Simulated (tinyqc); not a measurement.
From results back to parameters: Shockley-Read-Hall recombination through one deep level. Four cases, with inputs chosen for the exercise.

Problem. Deep-level transient spectroscopy: the emission rate is en = gam sigma T^2 exp(-dE/kB T), dE = Ec - Et. Two rates were computed from hidden dE and sigma.

Constants: kB = 8.617333262e-05 eV/K.

Find: ln(en/T^2) at T1 and T2; dE; sigma.

Method. ln(en/T^2) against 1/T is a line of slope -dE/kB and intercept ln(gam sigma); plotting ln en alone would overstate dE by about 2 kB T.

Case 1.

Values chosen (out of a larger set: gap and densities of states near those of Si at this temperature; not measured data): gam = 6e+21 1/(cm^2 s K^2) (vth Nc/T^2, which does not depend on T); T1 = 128 K; T2 = 148 K.

en(T1) = 11.9445 1/s
en(T2) = 410.451 1/s

Solution.

ln(en/T^2) at T1 and T2: -7.2238  -3.9772

dE = 0.265 eV
sigma = 3.3e-15 cm^2

Case 2.

Values chosen (out of a larger set: gap and densities of states near those of Si at this temperature; not measured data): gam = 5e+21 1/(cm^2 s K^2) (vth Nc/T^2, which does not depend on T); T1 = 282 K; T2 = 316 K.

en(T1) = 377.967 1/s
en(T2) = 6299.37 1/s

Solution.

ln(en/T^2) at T1 and T2: -5.3490  -2.7633

dE = 0.584 eV
sigma = 2.6e-14 cm^2

Case 3.

Values chosen (out of a larger set: gap and densities of states near those of GaAs at this temperature; not measured data): gam = 1.2e+20 1/(cm^2 s K^2) (vth Nc/T^2, which does not depend on T); T1 = 165 K; T2 = 195 K.

en(T1) = 0.614899 1/s
en(T2) = 34.3792 1/s

Solution.

ln(en/T^2) at T1 and T2: -10.6982  -7.0085

dE = 0.341 eV
sigma = 4.9e-15 cm^2

Case 4.

Values chosen (out of a larger set: gap and densities of states near those of Si at this temperature; not measured data): gam = 7.8e+21 1/(cm^2 s K^2) (vth Nc/T^2, which does not depend on T); T1 = 309 K; T2 = 353 K.

en(T1) = 6.48147 1/s
en(T2) = 168.412 1/s

Solution.

ln(en/T^2) at T1 and T2: -9.5977  -6.6065

dE = 0.639 eV
sigma = 2.3e-16 cm^2

Computed by tinyqc, one run a case: `OMP_NUM_THREADS=1 python tinyqc.py N N+1 out.jsonl` with N = 1680676, 1680685, 1680703, 1680739; one thread of a shared Intel(R) Xeon(R) Processor @ 2.30GHz, about 0.01 s a run at most.
